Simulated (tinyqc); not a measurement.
# Changing the crack length L

Model: wafer bonding and layer transfer: bond energy, gap closing, particles, bonding of dissimilar wafers and hydrogen blisters. Computed by tinyqc, a small Python program. Command: `OMP_NUM_THREADS=1 python tinyqc.py 3031819 3031820 out.jsonl bond sweep`. One thread of a shared host (Intel(R) Xeon(R) Processor @ 2.30GHz), about 0.01 s of CPU time with the checks.

gamma is the energy per area of each of the two surfaces; plates are isotropic, and both wafers have E1 and t1.

Inputs (values chosen for the exercise, with wafer 1 close to silicon): Young's modulus E1 = 141 GPa; Poisson ratio nu = 0.27; thickness t1 = 625 micrometre; blade thickness t_b = 80 micrometre; particle radius h = 0.92 micrometre; radius of a shallow gap R = 0.037 mm; half height of the gap h_g = 2 nm.

Pair: two equal wafers.

Method:
- Two cantilevers opened by t_b: gamma = 3 t_b^2 E1 t1^3 E2 t2^3/(16 L^4 (E1 t1^3 + E2 t2^3)).
- E' = E1/(1 - nu^2), equal wafers of thickness t1 assumed. A gap of radius R closes if h_g < h_c: h_c = R^2/sqrt((2/3) E' t1^3/gamma) for R > 2 t1 (plate bending), h_c = 3.6 sqrt(R gamma/E') for R < 2 t1 (local deformation).
- E' = E1/(1 - nu^2), equal wafers assumed. Void radius in the plate regime: R_v = [(2/3) E' t1^3/gamma]^(1/4) h^(1/2). Below h_crit = 5 sqrt(t1 gamma/E') the wafers deform locally and R_v is of the order of h (taken as h).

One run for each value:
```
crack length L (mm)  bond energy gamma (J/m^2)  void radius (micrometre)  closable height h_c (nm)
10                                       2.065                      1785                     80.70
12                                       0.996                      2142                     56.04
14                                       0.538                      2499                     41.17
16                                       0.315                      2855                     31.52
19                                       0.158                      3391                     22.35
22                                       0.088                      3926                     16.67
26                                       0.045                      4640                     11.94
```

Describe and explain the trends.

Over the rows, bond energy gamma (J/m^2) falls from 2.07 to 0.0452 (exponent d ln y / d ln x about -4.0 throughout); void radius (micrometre) rises from 1780 to 4640 (exponent d ln y / d ln x about 1.00 throughout); closable height h_c (nm) falls from 80.7 to 11.9 (exponent d ln y / d ln x about -2.0 throughout). The exponent of bond energy gamma stays at -4: beam compliance goes as L^3.  Left out: 9.00 (bond energy out of the physical range).
